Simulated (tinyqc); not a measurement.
Ballistic transport through the one-dimensional subbands of a rectangular nanowire or nanosheet channel: one step, computed by the program tinyqc.

Hard walls, parabolic subbands, transport along x. Energies are counted from the bulk conduction band edge at the top of the barrier, which the gate pulls down by U; the source Fermi level lies at the bulk edge when U = 0.

Problem. Conductance, capacitance and scattering. Linear conductance G = (2 e^2/h) sum_i g f(eta_i), g = 1, f = 1/(1 + exp(-eta_i)), with the barrier frozen at the eta_i above; current per perimeter I/(2(a + b)); with scattering, transmission lambda/(lambda + L) and low-bias resistance (1 + L/lambda)/G.

Inputs (values chosen for the exercise, modelled on GaAs):
```
quantity                                   value  unit
height a                                     8.4    nm
width b                                       13    nm
temperature T                                300     K
mean free path for back-scattering lambda     28    nm
channel length L                             110    nm
```

Valleys: single isotropic valley.

Occupation:
```
subband     eta_i    n_i (1/nm)  I_i (microampere)
1        18.93466  2.949848e-01       3.792677e+01
2        15.08087  2.630778e-01       3.020754e+01
3         9.70435  2.104479e-01       1.943829e+01
4         8.65788  1.985204e-01       1.734241e+01
5         5.85056  1.618495e-01       1.172464e+01
6        -0.33430  2.916885e-02       1.081446e+00
7        -0.57243  2.460154e-02       8.960481e-01
8        -5.67950  2.049243e-04       6.829217e-03
9        -9.53330  4.354495e-06       1.450157e-04
10       -9.56461  4.220258e-06       1.405452e-04
```

ballistic current I = 118.6243 microampere

Constants: e = 1.602176634e-19 C; h = 6.62607015e-34 J s.

Give: open modes sum g f; ballistic conductance; current per perimeter; transmission; low-bias resistance with scattering.

Solution.

open modes sum g f = 5.778

ballistic conductance = 447.7 microsiemens

current per perimeter = 2772 microampere/micrometre

transmission = 0.2029

low-bias resistance with scattering = 11.01 kiloohm

Even without scattering the wire has h/(2 e^2 M) = 2.23 kiloohm, which sits in the contacts.
